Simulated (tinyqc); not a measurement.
Implant damage, amorphisation by cascade overlap, and solid-phase epitaxial regrowth: one step, computed by the program tinyqc. Command: `OMP_NUM_THREADS=1 python tinyqc.py 3111792 3111793 out.jsonl sper walk`. One thread of a shared host (Intel(R) Xeon(R) Processor @ 2.30GHz), about 0.01 s of CPU time with the checks.

Range and width of the damage are inputs. Dynamic annealing enters only through the surviving share f.

Task: The amorphous layer. Displaced share x(z) = f nu Q exp(-(z - R_d)^2/(2 s_d^2))/(sqrt(2 pi) s_d N); the layer is amorphous where x > x_c, between R_d -/+ s_d sqrt(2 ln(x_max/x_c)), the upper edge being cut at the surface. Threshold dose Q_c = Q x_c/x_max.

Inputs (values chosen for the exercise, modelled on fluorine ions in silicon):
```
quantity                           value    unit
atomic density N                    49.9  1/nm^3
depth of the damage peak R_d          16      nm
width of the damage profile s_d       10      nm
share of defects that survive f     0.48       -
critical displaced share x_c       0.099       -
dose Q                           1.9e+14  1/cm^2
```

displacements per ion nu = 233.9492

Give: peak displaced share x_max; threshold dose Q_c; upper edge; lower edge.

Result:

peak displaced share x_max = 0.1706

threshold dose Q_c = 1.103e+14 1/cm^2

upper edge = 5.569 nm

lower edge = 26.43 nm

The layer is buried, so it regrows from both sides and the two fronts meet in a defect plane.
